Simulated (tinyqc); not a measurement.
MOSFET in saturation, small-signal circuit and noise: effect of the temperature on speed and noise.

Bias by the inversion coefficient IC = I/Ispec (charge-based model with velocity saturation; weak inversion below 0.1, strong above 10). Common-source circuit: gm, gds, Cgs, Cgd and Cj at the inner nodes, Rg in series with the gate; quasi-static, no source or drain resistance, no gate-body capacitance, no substrate network, no induced gate noise, so fmax is an upper estimate.

Ispec = 2 n mu Cox (W/L) Vt^2, lc = Ls/L, gms = [sqrt((lc IC + 1)^2 + 4 IC) - 1]/[2 + lc (lc IC + 1)], gm = gms Ispec/(n Vt), gds = sg gm. qs = [sqrt(1 + 4 IC) - 1]/2, Cgs = Cox W L qs (2 qs + 3)/(3 (qs + 1)^2) + Cov W, Cgd = Cov W, Cd = Cj W, Rg = Rsh (Wf/L)/(12 Nf) + Rc/W with Nf = W/Wf fingers (not rounded) contacted at both ends. fT = gm/(2 pi (Cgs + Cgd)), fmax = fT/(2 sqrt(Rg (gds + 2 pi fT Cgd))). Channel noise Sid = 4 kB T gam n gm with gam = (1/2 + (2/3) qs)/(1 + qs) + gw lc IC, qs = [sqrt(1 + 4 IC) - 1]/2, lc = Ls/L (the last term an empirical rise with velocity saturation); at the gate, white noise Sw = Sid/gm^2 + 4 kB T Rg. Number fluctuation with correlated mobility: S(f) = K/f, K = q^2 Vt lt Nt/(W L Cox^2) (1 + ac mu Cox I/gm)^2, Vt in eV with Nt per eV. Corner fc = K/Sw. IC is held fixed, and so are mu, n, Ls and Nt.

Parameters, values chosen for the exercise:

| symbol | value | unit | meaning |
|---|---|---|---|
| L | 90 | nm | gate length |
| W | 80 | um | total gate width |
| Cox | 1.56 | uF/cm^2 | gate capacitance |
| mu | 250 | cm^2/(V s) | mobility |
| n | 1.43 |  | slope factor |
| Ls | 25 | nm | velocity-saturation length |
| sg | 0.038 |  | ratio gds/gm |
| Cov | 0.43 | fF/um | overlap and fringe capacitance per side |
| Cj | 0.65 | fF/um | drain junction capacitance |
| Rsh | 20 | ohm | sheet resistance of the gate |
| Wf | 0.5 | um | finger width |
| Rc | 50 | ohm um | gate contact and vertical resistance |
| IC | 0.47 |  | inversion coefficient |
| gw | 0.06 |  | short-channel excess of the noise factor |
| Nt | 1.8e18 | cm^-3 eV^-1 | oxide trap density |
| lt | 0.1 | nm | tunnelling length into the oxide |
| ac | 3000 | V s/C | Coulomb scattering coefficient |

Constants: q = 1.602176634e-19 C, kB = 1.380649e-23 J/K, Vt = kB T/q. Results are converted to the units shown.

The same in every row: Rg (ohm) = 0.6829.

Results:
```
T (K),I (uA),fT (GHz),fmax (GHz),sqrt(Sw) (nV/Hz^0.5),fc (MHz)
100,34.60,3.350,71.65,1.474,10.89
150,77.86,5.025,87.75,1.474,16.64
200,138.4,6.700,101.3,1.475,22.61
250,216.3,8.375,113.3,1.476,28.78
300,311.4,10.05,124.1,1.476,35.18
400,553.7,13.40,143.3,1.478,48.62
```

Estimate the missing row, T = 350 K.

Computed row:
```
T (K),I (uA),fT (GHz),fmax (GHz),sqrt(Sw) (nV/Hz^0.5),fc (MHz)
350,423.9,11.72,134.0,1.477,41.79
```

With this row back in the table: As T goes from 100 to 400 K, fT rises from 3.35 to 13.4 GHz, fmax rises from 71.6 to 143 GHz, the white noise stays near 1.48 nV/Hz^0.5 and the corner rises from 10.9 to 48.6 MHz. At fixed IC and mobility the current goes as T^2 and gm as T, which is why fT rises; a real mobility would fall with T. In every row fmax exceeds 4 fT, where channel resistance and substrate losses, left out here, would cap it. For T = 100 to 150 K band tails and dopant freeze-out, left out here, change n and the noise.

Computed by the program tinyqc: `OMP_NUM_THREADS=1 python tinyqc.py 2150024 2150025 out.jsonl`, one thread of a shared Intel Xeon 2.30GHz, about 0.01 s for the whole run.
